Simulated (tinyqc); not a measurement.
Bias-temperature instability from a Gaussian distribution of capture and emission barriers. From one set of inputs to another, one input at a time. Computed by tinyqc, a small Python program. Command: `OMP_NUM_THREADS=1 python tinyqc.py 3019974 3019975 out.jsonl bti ladder`. One thread of a shared host (Intel(R) Xeon(R) Processor @ 2.30GHz), about 0.03 s of CPU time with the checks.

Each trap has a capture time tau_0 exp(E_c/(k_B T)) under stress and an emission time tau_0 exp(E_e/(k_B T)) after it. E_c is Gaussian, and E_e = E_c + d with d Gaussian and independent. A trap counts as filled once t_s exceeds its capture time and as emptied once t_r exceeds its emission time.

The inputs printed are set A. Inputs not listed in the table keep their values of set A, so the rows need not describe a real material.

Inputs (values chosen for the exercise, for a model p-channel transistor):
```
quantity                                      value        unit
shift with all traps filled V_max               390          mV
mean capture barrier at zero field mu_c        1.63          eV
spread of capture barriers sigma_c             0.29          eV
lowering of mu_c per field k_F                0.044  eV/(MV/cm)
oxide field F                                   5.2       MV/cm
mean of E_e - E_c at the stress field, delta  -0.34          eV
spread of E_e - E_c, sigma_d                   0.23          eV
time constant tau_0                           3e-09           s
temperature T                                   150           C
stress time t_s                               30000           s
recovery time t_r                               300           s
```

Constants: k_B = 8.617333262e-05 eV/K.

Method:
- Demarcation energies E_s = k_B T ln(t_s/tau_0), E_r = k_B T ln(t_r/tau_0); mean barrier mu = mu_c - k_F F; z = (E_s - mu)/sigma_c; Phi is the standard normal distribution.
- Temperatures in kelvin are T(C) + 273.15.
- Shift without recovery dV0 = V_max Phi(z); local time exponent n = d ln dV0/d ln t_s = (k_B T/sigma_c) exp(-z^2/2)/(sqrt(2 pi) Phi(z)); apparent activation energy n E_s.
- Remaining shift dV = V_max int_(-infinity)^(E_s) g(E_c) [1 - Phi((E_r - E_c - delta)/sigma_d)] dE_c, g the Gaussian density of E_c (Gauss-Legendre, 120 points over 7 sigma_c below E_s).

Each row keeps all changes above it:
```
input moved                                    from     to  shift without recovery dV0 (mV)  remaining shift dV (mV)  remaining share dV/dV0
set A                                             -      -                           55.684                   5.9887                 0.10755
spread of capture barriers sigma_c (eV)        0.29   0.38                           80.941                   6.7694                 0.08363
lowering of mu_c per field k_F (eV/(MV/cm))   0.044  0.049                           88.789                   7.2550                 0.08171
recovery time t_r (s)                           300    600                           88.789                   6.0326                 0.06794
stress time t_s (s)                           30000  20000                           84.275                   5.1895                 0.06158
shift with all traps filled V_max (mV)          390    180                           38.896                   2.3951                 0.06158
mean capture barrier at zero field mu_c (eV)   1.63   1.65                           36.178                   2.2685                 0.06270
time constant tau_0 (s)                       3e-09  1e-10                           54.796                   3.0440                 0.05555
```

Shift without recovery dV0 goes from 55.7 to 54.8, a factor 0.9840 in all. The largest single move comes from shift with all traps filled V_max (a factor 0.462), and time constant tau_0 works against it (a factor 1.51). Remaining shift dV goes from 5.99 to 3.04, a factor 0.508 in all. The largest single move comes from shift with all traps filled V_max (a factor 0.462), and time constant tau_0 works against it (a factor 1.34). Remaining share dV/dV0 goes from 0.108 to 0.0556, a factor 0.517 in all. The largest single move comes from spread of capture barriers sigma_c (a factor 0.778). The single moves hold for this order of the switches; the total does not depend on the order.

Extremes, crossings and ranges named in words are read from the listed rows.
